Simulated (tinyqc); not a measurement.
From results back to parameters: thin-body film or fin with hard walls, valleys of the Si type. Two cases, with inputs chosen for the exercise.

Problem. In a hard-walled film E_1 = c (pi/t)^2/m_z, c = hbar^2/2m0. The splitting between the lowest levels of two valley groups, on the (110) face, was computed from a hidden thickness.

Constants: hbar^2/2m0 = 3.80998211 eV angstrom^2.

Case 1.

Values chosen (out of a larger set: near those of Si; not measured data): m_za = 0.3093 m0 (heavier confinement mass); m_zb = 0.186 m0 (lighter one).

splitting = 19.676 meV

Case 2.

Values chosen (out of a larger set: near those of Si; not measured data): m_za = 0.3193 m0 (heavier confinement mass); m_zb = 0.193 m0 (lighter one).

splitting = 43.689 meV

Find: t; lower level.

Solution. t = pi sqrt(c (1/m_zb - 1/m_za)/splitting).

Case 1.

t = 64.0 angstrom
lower level = 0.0297 eV

Case 2.

t = 42.0 angstrom
lower level = 0.0668 eV

Computed by tinyqc, one run a case: `OMP_NUM_THREADS=1 python tinyqc.py N N+1 out.jsonl` with N = 1252597, 1252612; one thread of a shared Intel(R) Xeon(R) Processor @ 2.30GHz, about 0.01 s a run at most.
